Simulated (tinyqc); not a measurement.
Speciation in dilute and buffered hydrofluoric acid, oxide etch rate and bath loading: one step, computed by the program tinyqc. Command: `OMP_NUM_THREADS=1 python tinyqc.py 3120175 3120176 out.jsonl hfetch walk`. One thread of a shared host (Intel(R) Xeon(R) Processor @ 2.30GHz), about 0.01 s of CPU time with the checks.

Concentrations stand for activities, NH4+ and Cl- are spectators, and water ionisation is neglected. H, F and HF2 denote the ions H+, F- and HF2-. The base temperature is 298 K.

Problem. One trial. Fluoride balance: [HF] + [F] + 2 [HF2] + 2 [H2F2] = HF added + NH4F added. Acid balance: [H] + [HF] + [HF2] + 2 [H2F2] = HF added + HCl added. For a trial [H], [HF] = [H][F]/K1, and the fluoride balance is a quadratic in [F]. Take pH = 3. The residual is the left side of the acid balance less the right.

Inputs (values chosen for the exercise, of the order of those for thermal oxide at room temperature):

| quantity | value | unit |
|---|---|---|
| HF added | 1.9 | mol/L |
| NH4F added | 0.94 | mol/L |
| HCl added | 0 | mol/L |
| K1 = [H][F]/[HF] | 0.000685 | mol/L |
| K2 = [HF2]/([HF][F]) | 4.34 | L/mol |
| K3 = [H2F2]/[HF]^2 | 0 | L/mol |

Give: [F]; [HF]; [HF2]; [H2F2]; residual.

Solution.

[F] = 0.3862 mol/L

[HF] = 0.5638 mol/L

[HF2] = 0.9450 mol/L

[H2F2] = 0 mol/L

residual = -0.3902 mol/L

The residual is negative, so the pH lies below 3.
